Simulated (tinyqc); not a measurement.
# Illuminated p-n diode, drift-diffusion by the Gummel loop with Scharfetter-Gummel fluxes: two studies

Abrupt junction at x = 0, p side from -Lp, n side to Ln, ohmic contacts. psi is counted from the intrinsic level; n = ni exp((psi - phin)/Vt), p = ni exp((phip - psi)/Vt). Contacts: p side psi = V - Vt ln(Na/ni), p = Na, n = ni^2/Na; n side psi = Vt ln(Nd/ni), n = Nd, p = ni^2/Nd. Constant mobilities, D = mu Vt, Boltzmann statistics, SRH recombination through a mid-gap level, U = (n p - ni^2)/(tp (n + ni) + tn (p + ni)). Current is positive from the p contact to the n contact.

Values chosen for this exercise; band and dielectric values close to those of silicon: temperature T = 350 K; band gap Eg = 1.13 eV; relative permittivity eps_r = 11.7; conduction-band density of states at T Nc = 3.52e19 cm^-3; valence-band density of states at T Nv = 3.4e19 cm^-3; acceptor density of the p side Na = 7.1e17 cm^-3; donor density of the n side Nd = 1.8e16 cm^-3; electron mobility mun = 720 cm^2/(V s); hole mobility mup = 310 cm^2/(V s); SRH lifetime of electrons tn = 4e-9 s; SRH lifetime of holes tp = 5e-8 s; length of the p side Lp = 0.86 um; length of the n side Ln = 0.83 um; uniform generation rate G = 3e21 cm^-3 s^-1.

Constants: q = 1.602176634e-19 C, kB = 1.380649e-23 J/K, Vt = kB T/q, eps0 = 8.8541878128e-14 F/cm where lengths are in cm. Results are converted to the units shown.

Each table varies one quantity; the others keep the values above.

## Current against voltage in the dark

ni = sqrt(Nc Nv) exp(-Eg/(2 Vt)), Eg in volts. Poisson and both continuity equations are solved self-consistently with Scharfetter-Gummel fluxes on a graded mesh of 500 nodes. J_scr is q times the integral of U between -xp and xn. Ideal diffusion current J_id = q ni^2 [Dn coth(wp/Le)/(Le Na) + Dp coth(wn/Lh)/(Lh Nd)] (exp(V/Vt) - 1), Le = sqrt(Dn tn), Lh = sqrt(Dp tp), wp = Lp - xp, wn = Ln - xn, with xp and xn from the depletion approximation (W = sqrt(2 eps0 eps_r (Vbi - V)(1/Na + 1/Nd)/q), xp = W Nd/(Na + Nd), xn = W Na/(Na + Nd), Vbi = Vt ln(Na Nd/ni^2)). Ideality factor = 0.004 V/(Vt ln[J(V + 0.004 V)/J(V)]). Here G = 0.

In this table G = 0 cm^-3 s^-1.

Results:
```
V (V)	J (A/cm^2)	ideality factor	J_scr/J (%)	J_id (A/cm^2)	share recombining at the contacts (%)	larger minority/doping at -xp and xn
0.16	6.44e-5	1.45	72.5	1.80e-5	27.3	5.90e-8
0.22	2.70e-4	1.31	52.7	1.30e-4	47.0	4.27e-7
0.28	0.00134	1.17	31.5	9.37e-4	68.1	3.08e-6
0.34	0.00785	1.09	16.0	0.00674	83.5	2.21e-5
0.4	0.0510	1.04	7.40	0.0484	92.0	1.58e-4
0.46	0.349	1.03	3.31	0.347	96.0	0.00112
0.59	23.0	1.05	0.574	24.7	98.7	0.0675
0.65	141	1.18	0.258	176	99.0	0.345
```

Estimate the missing row, V = 0.53 V.

Computed row:
```
V (V)	J (A/cm^2)	ideality factor	J_scr/J (%)	J_id (A/cm^2)	share recombining at the contacts (%)	larger minority/doping at -xp and xn
0.53	3.36	1.03	1.29	3.45	98.0	0.0107
```

With this row back in the table: J rises from 6.44e-5 to 141 A/cm^2; the ideality factor goes from 1.45 through a minimum of 1.03 (at V = 0.53 V among the rows listed) to 1.18. Recombination in the depleted layer carries over half of the current up to V = 0.22 V, where the factor is 1.31; it grows roughly as exp(V/2 Vt), so diffusion overtakes it. Where the factor is lowest (V = 0.53 V), J is 2.5 % below the ideal diffusion current. From V = 0.65 V on the minority density at an edge of the layer exceeds a tenth of the doping, and in the last row J is 20 % below the ideal value.

## Solar-cell figures against the acceptor density of the p side

Jsc = -J(0), collected share Jsc/(q G (Lp + Ln)), estimate q G [W + Le tanh(wp/2 Le) + Lh tanh(wn/2 Lh)] at V = 0 with Le = sqrt(Dn tn), Lh = sqrt(Dp tp), W, wp = Lp - xp and wn = Ln - xn from the depletion approximation; J(Voc) = 0; Vmp maximises -J V; FF = Pmax/(Jsc Voc).

Result of one run:
```
Na (cm^-3)	Jsc (mA/cm^2)	collected share (%)	estimate of Jsc (mA/cm^2)	Voc (V)	Vmp (V)	FF	Pmax (mW/cm^2)
3e18	46.0	56.6	46.3	0.396	0.319	0.709	12.9
```

What becomes of these results when the acceptor density of the p side Na is changed from 3e18 to 2.1e18 cm^-3, all else the same?

Result of the changed run:
```
Na (cm^-3)	Jsc (mA/cm^2)	collected share (%)	estimate of Jsc (mA/cm^2)	Voc (V)	Vmp (V)	FF	Pmax (mW/cm^2)
2.1e18	45.9	56.6	46.3	0.396	0.319	0.709	12.9
```

The whole series:
```
Na (cm^-3)	Jsc (mA/cm^2)	collected share (%)	estimate of Jsc (mA/cm^2)	Voc (V)	Vmp (V)	FF	Pmax (mW/cm^2)
7.1e17	45.9	56.5	46.2	0.395	0.318	0.708	12.9
1e18	45.9	56.5	46.3	0.396	0.319	0.709	12.9
1.5e18	45.9	56.5	46.3	0.396	0.319	0.709	12.9
2.1e18	45.9	56.6	46.3	0.396	0.319	0.709	12.9
3e18	46.0	56.6	46.3	0.396	0.319	0.709	12.9
```

As Na rises from 7.1e17 to 3e18, the collected share stays near 56.5 %, Voc stays near 0.396 V and FF stays near 0.709. The estimate of Jsc is within 0.84 % in all rows.

tinyqc, about 0.7 s, one thread, Intel Xeon 2.30GHz (shared host): `OMP_NUM_THREADS=1 python tinyqc.py 2240159 2240160 out.jsonl`
